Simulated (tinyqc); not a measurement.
What moves the results: standing waves and exposure in a photoresist film. A value that a table varies takes the place of the one given here.

Normal incidence from air. Unexposed resist: N1 = n1 + i k1 with k1 = (A + B) lam/(4 pi), lam in micrometres. r01 = (1 - N1)/(1 + N1), t01 = 2/(1 + N1). Substrate Ns = ns + i ks: r12 = (N1 - Ns)/(N1 + Ns). With p = exp(2 pi i N1 d/lam), the field at depth z is E(z) = t01 [exp(2 pi i N1 z/lam) + r12 p^2 exp(-2 pi i N1 z/lam)]/(1 + r01 r12 p^2), the relative intensity I(z) = n1 |E(z)|^2 and the reflectance R = |(r01 + r12 p^2)/(1 + r01 r12 p^2)|^2.

Parameters, chosen for this exercise (a resist on Si, indices near tabulated ones; shifted at random, so the results belong to these values and not to a real crystal): lam = 193 nm (vacuum wavelength); n1 = 1.708 (resist index); A = 0.07 1/micrometre (bleachable absorption (Dill A)); B = 0.34 1/micrometre (fixed absorption (Dill B)); d = 153 nm (resist thickness); ns = 0.88 (substrate n); ks = 2.782 (substrate k).

## Swing of the coupled dose with resist thickness

The mean of I is taken over 800 depths; the relative dose to clear is taken as 1/(mean of I over the lowest period, 60 depths), scaled to 1 in the first row.

Swing:
```
d (nm)       R  mean I  relative dose
153.0   0.6466  1.1695          1.000
162.4   0.6719  1.0289          1.079
171.8   0.5961  1.2164          0.880
181.2   0.4034  1.7932          0.604
190.7   0.3056  2.1314          0.531
200.1   0.4904  1.5775          0.736
209.5   0.6279  1.1280          1.017
218.9   0.6541  1.0078          1.096
228.3   0.5758  1.1985          0.897
237.7   0.3796  1.7460          0.622
247.2   0.2818  2.0474          0.548
256.6   0.4688  1.5210          0.754
266.0   0.6098  1.0982          1.035
```

The period is 56.5 nm, six rows. The relative dose swings between 0.531 and 1.096, a ratio (max - min)/mean of 0.681, against the estimate 4 sqrt(|r01|^2 |r12|^2) exp(-(A + B) d) = 0.748 for the oscillating part alone; the ratio from the table also holds the slow rise from absorption, 3.5 % over two periods, so the two are not strictly comparable. The dose is least sensitive to thickness at an extremum; the lowest dose listed is at 190.7 nm.

## What moves the exposure

The mean of I is over 800 depths. Each row changes one parameter from the base and keeps the others.

Results:
```
case                   |r12|^2       R  mean I  I at the bottom
base                    0.5797  0.6466  1.1695           0.5435
d = 163 nm              0.5797  0.6703  1.0305           0.5062
n1 = 1.725              0.5782  0.6599  1.1145           0.5296
B = 0.54 1/micrometre   0.5779  0.6197  1.1465           0.5305
ks = 2.504              0.5327  0.6190  1.1280           0.6021
ns = 0.968              0.5525  0.6262  1.1595           0.5312
```

The largest shifts from the base row, up to three for each result and ties (the steps differ in size, so this ranks the rows, not the parameters). |r12|^2: ks -0.0471, ns -0.0272, B -0.0019; unchanged at the printed digits by d. R: ks -0.0276, B -0.0269, d +0.0237. mean I: d -0.1390, n1 -0.0550, ks -0.0415. I at the bottom: ks +0.0586, d -0.0372, n1 -0.0139.

Computed by tinyqc, a small Python program: `OMP_NUM_THREADS=1 python tinyqc.py 1651628 1651629 out.jsonl` (the numbers bound the seed that draws the inputs); one thread of a shared host (Intel(R) Xeon(R) Processor @ 2.30GHz), about 0.01 s for the whole set of steps.
